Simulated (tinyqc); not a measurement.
## Charge-trap memory cell: effect of the gate voltage

Channel, tunnel oxide, storage layer, blocking layer, gate. N electrons per area sit in a sheet at the centroid and shift the threshold by U = (q/eps0) N (tb/eb + xc tn/en). EOT = t1 + 3.9 (tn/en + tb/eb); tunnel field F = (Vg - U)/EOT; dN/dt = eta (J/q)(1 - N/Nm). Fowler-Nordheim: J = A F^2 exp(-B/F), A = q^2/(16 pi^2 hbar mo phi) (times 1e14 for A/cm^2 with F in V/nm, emitter mass m0), B = (4/3) sqrt(mo/C) phi^1.5, C = hbar^2/(2 m0).

After 1e-5 s. The rate equation is integrated from N = 0 to the digits shown; blocking field (3.9 F + q N/eps0)/eb.

Parameters, values chosen for the exercise; oxide values close to those of silicon dioxide, storage layer close to silicon nitride, blocking layer close to aluminium oxide: tunnel barrier phi = 3.1 eV; tunnelling mass mo = 0.45 m0; tunnel oxide (permittivity 3.9) t1 = 5.9 nm; storage layer tn = 4.8 nm; its relative permittivity en = 7.6; blocking layer tb = 9.1 nm; its relative permittivity eb = 9; charge centroid, share of tn counted from the blocking side xc = 0.53; capture efficiency of an empty layer eta = 0.78; trap density Nm = 1.7e13 cm^-2.

Constants: q = 1.602176634e-19 C, hbar = 1.054571817e-34 J s, m0 = 9.1093837015e-31 kg, eps0 = 8.8541878128e-14 F/cm where lengths are in cm, hbar^2/(2 m0) = 0.0380998212 eV nm^2. Results are converted to the units shown.

Effect of the gate voltage:
```
Vg (V),N/Nm,U (V),F (V/nm),blocking field (V/nm)
11.8,0.001356,0.005615,0.9584,0.4158
12.7,0.009596,0.03973,1.029,0.4491
13.5,0.03995,0.1654,1.084,0.4832
14.4,0.1293,0.5355,1.127,0.5324
15.2,0.2559,1.059,1.149,0.5854
16.1,0.4211,1.743,1.167,0.6495
16.9,0.5697,2.359,1.182,0.7067
17.8,0.7271,3.010,1.202,0.7693
```

U rises from 0.00561 to 3.01 V; the slope between neighbouring rows is at most 0.769 and 0.724 between the last two rows. In the upper rows it falls short of the 1 of a floating gate because capture weakens as the traps fill (72.7 % in the last row); where little charge has entered in the time given, the slope is small in any case. The blocking field reaches 7.69 MV/cm, where electrons may escape to the gate, which the model leaves out.

Range of the model: The Fowler-Nordheim form needs F t1 above phi; trap-assisted paths and leakage through the blocking layer are left out.

Program tinyqc, `OMP_NUM_THREADS=1 python tinyqc.py 2130026 2130027 out.jsonl`; Intel Xeon 2.30GHz, shared host, one thread, about 0.06 s.
